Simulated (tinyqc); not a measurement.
# Frequency dispersion of an accumulation capacitance by border traps, distributed model: two studies

Traps spread evenly through the insulator exchange electrons with the semiconductor by tunnelling, with tau(x) = t0 exp(2 ka x) at depth x from the interface. The admittance per area Y seen at depth x obeys dY/dx = -Y^2/(i w eps0 eox) + q Nb ln(1 + i w tau)/tau, with Y(0) = i w Cs and w = 2 pi f; the gate sees Y(tox) = G + i w C. Working variable y = Y/(i w), in uF/cm^2. Cox = eps0 eox/tox.

Inputs (values chosen for the exercise); permittivity close to that of aluminium oxide:

| symbol | value | unit | meaning |
|---|---|---|---|
| eox | 8.86 |  | relative permittivity of the insulator |
| tox | 8.5 | nm | insulator thickness |
| Cs | 3.6 | uF/cm^2 | semiconductor capacitance in accumulation |
| Nb | 6.4e19 | cm^-3 eV^-1 | density of border traps |
| ka | 5.7 | 1/nm | decay constant of the wave function in the insulator |
| t0 | 1e-11 | s | time constant of a trap at the interface |
| f | 10000 | Hz | frequency |

Constants: q = 1.602176634e-19 C, eps0 = 8.8541878128e-14 F/cm where lengths are in cm. Results are converted to the units shown.

Each table varies one quantity; the others keep the values above.

## Capacitance and loss against frequency

Cox; trap-free value 1/(1/Cox + 1/Cs); response depth d = ln(1/(w t0))/(2 ka), where w tau = 1; lumped estimate: all traps within d act as C_bt = q Nb d placed at d/2, so C = 1/{1/[1/(1/Cs + d/(2 eps0 eox)) + C_bt] + (tox - d/2)/(eps0 eox)}. C and G from a fine integration; dispersion -d C/d log10 f over C, from f times and over 1.1. For a broad spread of time constants G/w is close to -(pi/2) dC/d ln w.

The same in every row: trap-free C (uF/cm^2) = 0.7346.

Capacitance and loss against frequency:
```
f (Hz)	d (nm)	C (uF/cm^2)	G/w (uF/cm^2)	dispersion (% a decade)	-(pi/2) dC/d ln w (uF/cm^2)	lumped C (uF/cm^2)
10	1.859	0.8569	0.01149	1.965	0.01149	0.8398
100	1.657	0.8405	0.01086	1.893	0.01085	0.8264
1000	1.455	0.8251	0.01024	1.820	0.01024	0.8134
10000	1.253	0.8105	0.009647	1.744	0.009645	0.8008
1e5	1.051	0.7968	0.009064	1.667	0.009062	0.7887
1e6	0.8487	0.7839	0.008491	1.588	0.008490	0.7770
1e7	0.6467	0.7719	0.007926	1.505	0.007926	0.7659
```

Read the table: what changes, and by how much?

C falls from 0.8569 to 0.7719 uF/cm^2, towards the trap-free 0.7346; each decade of frequency removes ln 10/(2 ka) = 0.202 nm from the response depth. The dispersion falls from 1.97 to 1.51 % a decade and G/w falls from 0.0115 to 0.00793 uF/cm^2. G/w stays at 1.00 times -(pi/2) dC/d ln w, the relation for a broad spread of time constants.

## Effect of the semiconductor capacitance in accumulation

Same model as above.

The same in every row: d (nm) = 1.253.

Result of one run:
```
Cs (uF/cm^2)	C (uF/cm^2)	G/w (uF/cm^2)	dispersion (% a decade)	-(pi/2) dC/d ln w (uF/cm^2)	lumped C (uF/cm^2)	trap-free C (uF/cm^2)
1.4	0.7314	0.01572	3.147	0.01570	0.7159	0.5562
```

What becomes of these results when the semiconductor capacitance in accumulation Cs is changed from 1.4 to 0.39 uF/cm^2, all else the same?

Result of the changed run:
```
Cs (uF/cm^2)	C (uF/cm^2)	G/w (uF/cm^2)	dispersion (% a decade)	-(pi/2) dC/d ln w (uF/cm^2)	lumped C (uF/cm^2)	trap-free C (uF/cm^2)
0.39	0.6469	0.02386	5.388	0.02378	0.6230	0.2742
```

The whole series:
```
Cs (uF/cm^2)	C (uF/cm^2)	G/w (uF/cm^2)	dispersion (% a decade)	-(pi/2) dC/d ln w (uF/cm^2)	lumped C (uF/cm^2)	trap-free C (uF/cm^2)
0.2	0.6224	0.02654	6.222	0.02642	0.5957	0.1644
0.39	0.6469	0.02386	5.388	0.02378	0.6230	0.2742
0.75	0.6840	0.02007	4.291	0.02002	0.6642	0.4138
1.4	0.7314	0.01572	3.147	0.01570	0.7159	0.5562
2.8	0.7901	0.01107	2.054	0.01107	0.7791	0.6941
5.4	0.8404	0.007741	1.350	0.007739	0.8324	0.7882
10	0.8761	0.005740	0.9597	0.005736	0.8697	0.8449
20	0.9023	0.004465	0.7243	0.004458	0.8969	0.8822
```

As Cs goes from 0.2 to 20, C rises from 0.622 to 0.902 uF/cm^2, the dispersion falls from 6.22 to 0.724 % a decade and G/w falls from 0.0265 to 0.00447 uF/cm^2. The lumped estimate is 4.3 % below C in the first row and 0.60 % below it in the last. The same traps disperse C more when Cs is small, since they then add to the weaker series term.

tinyqc, about 0.6 s, one thread, Intel Xeon 2.30GHz (shared host): `OMP_NUM_THREADS=1 python tinyqc.py 2202226 2202227 out.jsonl`
